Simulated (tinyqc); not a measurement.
Worked calculation: extended Hueckel theory, for H3+. The parameters take no account of the charge, which enters only through the electron count. Computed by tinyqc, a small Python program that keeps every step (integrals from PySCF). Settings: charge = 1, K = 2.0, multiplicity = 1. Command: `OMP_NUM_THREADS=1 python tinyqc.py 23099 23100 out.jsonl` (the two numbers bound the seeds that draw the settings). One thread of a shared host (Intel(R) Xeon(R) Processor @ 2.60GHz), about 0.01 s of CPU time with the checks.

## Overlaps

Geometry (angstrom):
```
atom         x         y          z
H     0.000000  0.000000   0.000000
H     0.000000  0.000000   0.972000
H     0.000000  0.869000  -0.435000
```

Parameters chosen for this run:
```
element  shell  Slater exponent   H_ii (eV)
H           1s         1.300000  -13.600000
```

Slater orbitals, each expanded in six Gaussians scaled to its exponent.

overlap S, order 1H 1s, 2H 1s, 3H 1s:
$$\begin{pmatrix}
1.000000 & 0.485622 & 0.485746 \\
0.485622 & 1.000000 & 0.181750 \\
0.485746 & 0.181750 & 1.000000
\end{pmatrix}$$

## Wolfsberg-Helmholz matrix

diagonal H_ii (eV): 1H 1s -13.600000, 2H 1s -13.600000, 3H 1s -13.600000

K = 2.000000

H_ij = K' S_ij (H_ii + H_jj)/2 for i != j (the diagonal keeps H_ii), with K' = 2.

H (eV), order 1H 1s, 2H 1s, 3H 1s:
$$\begin{pmatrix}
-13.600000 & -13.208909 & -13.212297 \\
-13.208909 & -13.600000 & -4.943588 \\
-13.212297 & -4.943588 & -13.600000
\end{pmatrix}$$

## Orbitals

valence electrons = 2

Solve H C = S C e through S^(-1/2); fill by pairs from the bottom, a degenerate level sharing its electrons equally; each orbital has its largest coefficient positive (the first on a tie).

orbital energies (eV): [-19.575490, -10.579172, 6.968411]

occupations: [2.000000, 0.000000, 0.000000]

coefficients, order 1H 1s, 2H 1s, 3H 1s:
$$\begin{pmatrix}
0.493504 & -0.000087 & 1.192038 \\
0.398138 & 0.781820 & -0.738548 \\
0.398202 & -0.781587 & -0.738901
\end{pmatrix}$$

sum of one-electron energies = -39.150979 eV

## Mulliken analysis

P = C n C^T; charge = valence electrons (H 1) minus the sum of (P S)_ii on the atom; overlap population = 2 sum P_ij S_ij between two atoms.

charges: 1H 0.131162, 2H 0.434510, 3H 0.434329

Overlap populations:
```
pair     value
2-1   0.381666
3-1   0.381825
3-2   0.115258
```
